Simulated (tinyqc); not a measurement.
Hubbard chain of 4 sites, step by step. One step of it, computed by the program tinyqc.

Problem. Mean-field iteration 1. H(up) = T + U n(down), H(down) = T + U n(up); fill the lowest levels; n(new) = n + mixing (n(out) - n); E = tr T (rho up + rho down) + U sum n_up n_down of the output.

one-body matrix (hopping and site energies) (eV):
```
           1          2          3          4
1  -0.190000  -1.910000   0.000000   0.000000
2  -1.910000  -0.450000  -1.910000   0.000000
3   0.000000  -1.910000  -0.090000  -1.910000
4   0.000000   0.000000  -1.910000  -0.540000
```

U = 9.200000 eV

electrons, up and down: 2  2

mixing = 0.200000

n(up) at the start (a guess, not normalised): 1 0.500000, 2 0.500000, 3 0.500000, 4 0.500000

n(down) at the start (a guess): 1 0.500000, 2 0.500000, 3 0.500000, 4 0.500000

Give: levels, up; levels, down; energy; n(up) after iteration 1; n(down) after iteration 1.

Solution.

levels, up (eV): 1.208  3.067  5.455  7.400

levels, down (eV): 1.208  3.067  5.455  7.400

energy = -0.546 eV

n(up) after iteration 1: 1 0.489, 2 0.507, 3 0.490, 4 0.514

n(down) after iteration 1: 1 0.489, 2 0.507, 3 0.490, 4 0.514
